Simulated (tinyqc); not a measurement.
Double-gate transistor, scale length and short-channel effects: one step of the calculation.

A body of thickness ts between two insulators of thickness ti and two tied gates. Below threshold the potential that source and drain add obeys Laplace's equation and vanishes on the gate. Its lowest mode decays along the channel as exp(-k y); k is the smallest positive root of the matching condition at the interface, and the scale length is Lambda = pi/k.

Task. Decay constant by Newton steps. f(k) = ei cos(k ti) cos(k ts/2) - eps_r sin(k ti) sin(k ts/2); f' by a central difference with +/- 1e-5 1/nm; k(new) = k - f/f'.

Inputs (values chosen for the exercise); permittivities: semiconductor close to that of silicon, insulator close to that of silicon dioxide:
```
symbol,value,unit,meaning
eps_r,11.6,,relative permittivity of the semiconductor
ei,3.91,,relative permittivity of the insulator
ti,1.8,nm,insulator thickness
ts,11.6,nm,body thickness
```

k at the start = 0.18 1/nm

Wanted: f; f'; k after iteration 1.

Result.

f = -1.329
f' = -47.59 nm
k after iteration 1 = 0.1521 1/nm

Computed by the program tinyqc: `OMP_NUM_THREADS=1 python tinyqc.py 2420101 2420102 out.jsonl`, one thread of a shared Intel Xeon 2.30GHz, about 0.01 s for the whole run.
